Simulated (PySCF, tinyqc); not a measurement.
CCSD on RHF in the sto-3g basis, for H3-, spin multiplicity 1, step by step. The basis has no diffuse functions, so it cannot describe the extra electron: this is an exercise in the method, not the real anion. The lowest restricted solution is unstable here: a spin-polarised one lies 0.0549 hartree lower (PySCF). Computed by tinyqc, a small Python program that keeps every step (integrals from PySCF). Settings: charge = -1, multiplicity = 1, basis = sto-3g, method = RHF, energy threshold = 1e-10, iteration cap = 89, orthogonalisation = symmetric, start = Wolfsberg-Helmholz matrix, DIIS depth = 6, amplitude equations = CCSD, DIIS depth for amplitudes = 6, cap on updates = 84. Command: `OMP_NUM_THREADS=1 python tinyqc.py 24464 24465 out.jsonl` (the two numbers bound the seeds that draw the settings). One thread of a shared host (Intel(R) Xeon(R) Processor @ 2.60GHz), about 0.2 s of CPU time with the checks. The early iterations of the SCF are left out here.

## One-electron integrals

Geometry (angstrom):
```
atom         x         y         z
H     0.000000  0.000000  0.000000
H     0.000000  0.000000  1.242000
H     0.000000  1.303000  0.373000
```

Basis sto-3g: exponents (1/bohr^2) and contraction coefficients of normalised primitives:
```
element  l (shell)  exponent  coefficient
H            s (1)  3.425251     0.154329
H            s (1)  0.623914     0.535328
H            s (1)  0.168855     0.444635
```

Overlap, kinetic and nuclear-attraction integrals over the contracted functions; the nuclear repulsion is the sum of Za Zb / Rab.

nuclear repulsion = 1.15438242 hartree

overlap S, lower triangle:
```
          1H 1s     2H 1s     3H 1s
1H 1s  1.000000
2H 1s  0.366323  1.000000
3H 1s  0.314506  0.233361  1.000000
```

kinetic energy T (hartree), lower triangle:
```
          1H 1s     2H 1s     3H 1s
1H 1s  0.760032
2H 1s  0.044117  0.760032
3H 1s  0.025450  0.004599  0.760032
```

nuclear attraction V (hartree), lower triangle:
```
           1H 1s      2H 1s      3H 1s
1H 1s  -2.035196
2H 1s  -0.667306  -1.984509
3H 1s  -0.559517  -0.403622  -1.950998
```

core Hamiltonian H = T + V (hartree), lower triangle:
```
           1H 1s      2H 1s      3H 1s
1H 1s  -1.275164
2H 1s  -0.623189  -1.224477
3H 1s  -0.534067  -0.399023  -1.190966
```

## Two-electron integrals

Functions are numbered as in S; the eight-fold symmetry (ij|kl) = (ji|kl) = (kl|ij) leaves the list below.

Two-electron integrals (ij|kl) in chemists' order, unique and non-zero (hartree):
```
(11|11) 0.774606   (21|11) 0.211907   (21|21) 0.080904   (22|11) 0.406513
(22|21) 0.211907   (22|22) 0.774606   (31|11) 0.175867   (31|21) 0.056341
(31|22) 0.123331   (31|31) 0.058033   (32|11) 0.101330   (32|21) 0.042801
(32|22) 0.122806   (32|31) 0.037079   (32|32) 0.030467   (33|11) 0.377985
(33|21) 0.137038   (33|22) 0.332528   (33|31) 0.175867   (33|32) 0.122806
(33|33) 0.774606
```

## Orthogonalisation

S = U s U^T; symmetric (Loewdin) form X = U s^(-1/2) U^T, so that X^T S X = 1.

eigenvalues of S: 0.615807  0.771550  1.612644

X, lower triangle:
```
           1H 1s      2H 1s     3H 1s
1H 1s   1.085644
2H 1s  -0.183610   1.065351
3H 1s  -0.147380  -0.085719  1.049248
```

## Iteration 6 (converged): orbitals

converged F (hartree), lower triangle:
```
           1H 1s      2H 1s     3H 1s
1H 1s   0.149804
2H 1s  -0.224073   0.195525
3H 1s  -0.182051  -0.036569  0.240151
```

Diagonalise F' = X^T F X, C = X C', fill 2 alpha and 2 beta electrons from the bottom; D = 2 C_occ C_occ^T. Each column has its largest component positive (the first on a tie).

F' = X^T F X (hartree), lower triangle:
```
           1          2         3
1   0.333979
2  -0.314607   0.317340
3  -0.247987  -0.012120  0.326299
```

orbital energies (hartree): MO1 -0.079307, MO2 0.334650, MO3 0.722274

coefficients C:
```
            MO1        MO2        MO3
1H 1s  0.586553   0.002054   0.943402
2H 1s  0.436800  -0.727523  -0.675240
3H 1s  0.313161   0.876523  -0.513447
```

D after iteration 6, lower triangle:
```
          1H 1s      2H 1s     3H 1s
1H 1s  0.688097
2H 1s  0.509425   1.440168
3H 1s  0.370971  -1.001803  1.732725
```

## Convergence

Stop when the energy changes by less than 1e-10 hartree and every element of the error matrix X^T (F D S - S D F) X is below 3e-06.

Course of the cycle:
```
iteration  E (hartree)     change  largest element of the error matrix
1          -1.04912000          -                             6.52e-02
2          -1.05742072  -8.30e-03                             1.89e-02
3          -1.05837021  -9.49e-04                             1.33e-03
4          -1.05837654  -6.33e-06                             5.77e-05
5          -1.05837655  -1.09e-08                             9.74e-07
6          -1.05837655  -1.21e-12                             4.60e-07
```

PySCF RHF in the same basis = -1.05837655 hartree

Converged in 6 iterations.

## Integrals over molecular orbitals

(pq|rs) = sum C_ip C_jq C_kr C_ls (ij|kl), one index at a time.

one-electron integrals over orbitals h = C^T H C (hartree), lower triangle:
```
           1          2          3
1  -1.413829
2  -0.010740  -1.054273
3   0.013980   0.006632  -0.972498
```

Two-electron integrals over orbitals (pq|rs), unique and non-zero (hartree):
```
(11|11) 0.533500    (21|11) -0.024992   (21|21) 0.117918    (22|11) 0.459470
(22|21) 0.035732    (22|22) 0.587901    (31|11) 0.054426    (31|21) 0.016864
(31|22) -0.091398   (31|31) 0.162150    (32|11) 0.024044    (32|21) -0.114391
(32|22) -0.037856   (32|31) -0.016428   (32|32) 0.120377    (33|11) 0.531976
(33|21) -0.023617   (33|22) 0.456674    (33|31) 0.072490    (33|32) 0.024058
(33|33) 0.556502
```

## CCSD: starting amplitudes

t_ij^ab = <ij||ab> / (e_i + e_j - e_a - e_b), whose energy is MP2.

Starting amplitudes (spin orbitals 1a, 1b, ...; amplitudes related by a flip of all spins are not repeated):
```
from      to          t
2a 2b  3a 3b  -0.155275
1a 1b  3a 3b  -0.101144
1a 2b  3a 3b   0.013814
```

correlation energy = -0.03554588 hartree

## CCSD: amplitude update 1

t_i^a D_i^a and t_ij^ab D_ij^ab are set to the remaining terms of the spin-orbital equations, evaluated with the old amplitudes; for the doubles these are <ij||ab> + 1/2 <ab||ef> t_ij^ef + 1/2 <mn||ij> t_mn^ab + P(ij)P(ab) <mb||ej> t_im^ae + terms in t^2 + terms with t1, D the orbital-energy denominators.

Amplitudes after update 1 (spin orbitals 1a, 1b, ...; amplitudes related by a flip of all spins are not repeated):
```
from      to          t
2a 2b  3a 3b  -0.223579
1a 1b  3a 3b  -0.132601
1a 2b  3a 3b   0.029099
1a        3a   0.024729
2a        3a   0.010484
```

correlation energy = -0.04926726 hartree

## CCSD: amplitude update 2

As before.

Amplitudes after update 2 (spin orbitals 1a, 1b, ...; amplitudes related by a flip of all spins are not repeated):
```
from      to          t
2a 2b  3a 3b  -0.262432
1a 1b  3a 3b  -0.140953
1a        3a   0.040490
1a 2b  3a 3b   0.037092
2a        3a   0.013972
```

correlation energy = -0.05539413 hartree

## CCSD: amplitude update 3

t_i^a D_i^a and t_ij^ab D_ij^ab are set to the remaining terms of the spin-orbital equations, evaluated with the old amplitudes; for the doubles these are <ij||ab> + 1/2 <ab||ef> t_ij^ef + 1/2 <mn||ij> t_mn^ab + P(ij)P(ab) <mb||ej> t_im^ae + terms in t^2 + terms with t1, D the orbital-energy denominators. DIIS then mixes the stored amplitudes.

DIIS coefficients: -1.241894  2.241894

Amplitudes after update 3 (spin orbitals 1a, 1b, ...; amplitudes related by a flip of all spins are not repeated):
```
from      to          t
2a 2b  3a 3b  -0.314294
1a 1b  3a 3b  -0.143159
1a        3a   0.060033
1a 2b  3a 3b   0.047670
2a        3a   0.017491
```

correlation energy = -0.06202649 hartree

## CCSD: convergence

E_corr = 1/4 sum <ij||ab> t_ij^ab + 1/2 sum <ij||ab> t_i^a t_j^b; stop when the norm of the change is below 1e-8.

Course of the amplitude iterations:
```
update  correlation energy (hartree)  norm of the change
0                        -0.03554588                   -
1                        -0.04926726            1.61e-01
2                        -0.05539413            8.57e-02
3                        -0.06202649            4.98e-02
4                        -0.06191768            8.82e-03
5                        -0.06202227            1.05e-03
6                        -0.06201668            4.09e-04
7                        -0.06202112            3.04e-04
8                        -0.06202425            2.56e-05
9                        -0.06202411            1.32e-06
10                       -0.06202411            3.54e-10
```

Converged amplitudes (spin orbitals 1a, 1b, ...; amplitudes related by a flip of all spins are not repeated):
```
from      to          t
2a 2b  3a 3b  -0.323318
1a 1b  3a 3b  -0.136435
1a        3a   0.061524
1a 2b  3a 3b   0.048699
2a        3a   0.019035
```

CCSD total energy = -1.12040066 hartree

T1 diagnostic, norm of the one-spin t1 over sqrt(correlated electrons) = 0.032201

Converged in 10 updates, with DIIS from the third.
